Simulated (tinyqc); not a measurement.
# Which input was changed?

Model: speciation in dilute and buffered hydrofluoric acid, oxide etch rate and bath loading. Computed by tinyqc, a small Python program. Command: `OMP_NUM_THREADS=1 python tinyqc.py 3120225 3120226 out.jsonl hfetch which`. One thread of a shared host (Intel(R) Xeon(R) Processor @ 2.30GHz), about 0.03 s of CPU time with the checks.

Concentrations stand for activities, NH4+ and Cl- are spectators, and water ionisation is neglected. H, F and HF2 denote the ions H+, F- and HF2-. The base temperature is 298 K.

Inputs (values chosen for the exercise, of the order of those for thermal oxide at room temperature):
```
quantity                            value            unit
HF added                             0.42           mol/L
NH4F added                              0           mol/L
HCl added                            0.52           mol/L
K1 = [H][F]/[HF]                 0.000707           mol/L
K2 = [HF2]/([HF][F])                 3.84           L/mol
K3 = [H2F2]/[HF]^2                      0           L/mol
rate constant of neutral HF k_a        12  nm L/(min mol)
rate constant of HF2 k_b               58  nm L/(min mol)
activation energy                     0.4              eV
temperature error                     2.2               K
oxide removed per wafer                70              nm
```

Constants: k_B = 8.617333262e-05 eV/K.

Method:
- Fluoride balance: [HF] + [F] + 2 [HF2] + 2 [H2F2] = HF added + NH4F added. Acid balance: [H] + [HF] + [HF2] + 2 [H2F2] = HF added + HCl added. For a trial [H], [HF] = [H][F]/K1, and the fluoride balance is a quadratic in [F].
- The root is refined to 1e-13 in pH = -log10 [H].
- Rate = k_a ([HF] + 2 [H2F2]) + k_b [HF2], an empirical two-term form.
- Time = oxide/rate; a temperature error changes the rate by exp((E_a/k_B)(1/298 - 1/(298 + error))) - 1.

Problem. One of these inputs alone was changed, within the range given: HF added (0.21 to 0.84); K1 = [H][F]/[HF] (0.0003535 to 0.001414); K2 = [HF2]/([HF][F]) (1.92 to 7.68); rate constant of HF2 k_b (29 to 116). Which one, and to what value?

Results:
```
run     share of HF2 in the rate (%)         pH  [HF2] (mol/L)
before                      1.039929  0.2827672   9.079793e-04
after                       1.435790  0.2827672   9.079793e-04
```

Solution.

Each candidate set to reproduce share of HF2 in the rate, and what it then gives:
```
candidate                                         range searched  value needed       pH  [HF2] (mol/L)
HF added (mol/L)                                    0.21 to 0.84        0.5844  0.28189      0.0017483
K1 = [H][F]/[HF] (mol/L)                   0.0003535 to 0.001414      9.833e-4  0.28230      0.0012559
K2 = [HF2]/([HF][F]) (L/mol)                        1.92 to 7.68         5.335  0.28248      0.0012565
rate constant of HF2 k_b (nm L/(min mol))              29 to 116         80.40  0.28277      0.0009080
```

Only rate constant of HF2 k_b fits every result: it went from 58 to 80.4 nm L/(min mol). The next best candidate, K1 = [H][F]/[HF], misses one result by 38 %.

Caution: at ionic strengths above about 0.5 mol/L activities differ much from concentrations, so pH and rates are only indicative.
